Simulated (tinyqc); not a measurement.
Energy and delay of logic against supply voltage: two steps of the calculation.

One expression serves below and above threshold: I(Vg) = Ik [ln(1 + exp((Vg - VT + dd V)/(al nf Vt)))]^al, with I_on = I(V) and I_off = I(0). Gate delay td = kd C V/I_on, clock period LD td. Per gate and cycle the switching energy is act C V^2 and the leakage energy I_off V LD td. No short-circuit current, no variation. Minima are sought above 0.09 V; below a few Vt gates no longer switch and the model has no meaning.

Parameters, values chosen for the exercise; values of the order met in logic technologies:
```
symbol,value,unit,meaning
T,300,K,temperature
VT,0.37,V,threshold voltage at zero drain bias
nf,1.13,,slope factor
dd,0.07,,barrier lowering per volt of supply
Ik,1.4,uA,specific current of a gate
al,1.4,,exponent of the current law
C,3.1,fF,load capacitance of a gate
kd,0.9,,delay factor
LD,16,,logic depth
act,0.2,,activity factor
V,1.05,V,supply voltage
```

Constants: q = 1.602176634e-19 C, kB = 1.380649e-23 J/K, Vt = kB T/q. Results are converted to the units shown.

Problem 1. Currents, delay and energies. I_on, I_off, td, clock frequency 1/(LD td), both energies and their sum.

Find: I_on; I_off; td; clock frequency; switching energy; leakage energy; energy.

Solution 1.

I_on = 82.73 uA
I_off = 0.05470 nA
td = 35.41 ps
clock frequency = 1.765 GHz
switching energy = 683.5 aJ
leakage energy = 0.03254 aJ
energy = 683.6 aJ

I_on/I_off = 1.51e6; leakage makes up 0.00476 % of the energy.

Problem 2. New V. Minimum-energy supply: E(V) is the energy per gate and cycle; with h = 0.001 V, E' = (E(V + h) - E(V - h))/(2 h), E'' = (E(V - h) - 2 E(V) + E(V + h))/h^2, V(new) = V - E'/E''.

V at the start = 0.2 V

Find: E'; E''; V after iteration 1.

Solution 2.

E' = 202.0 aJ/V
E'' = 2258 aJ/V^2
V after iteration 1 = 0.1105 V

tinyqc, about 0.01 s, one thread, Intel Xeon 2.30GHz (shared host): `OMP_NUM_THREADS=1 python tinyqc.py 2082021 2082022 out.jsonl`
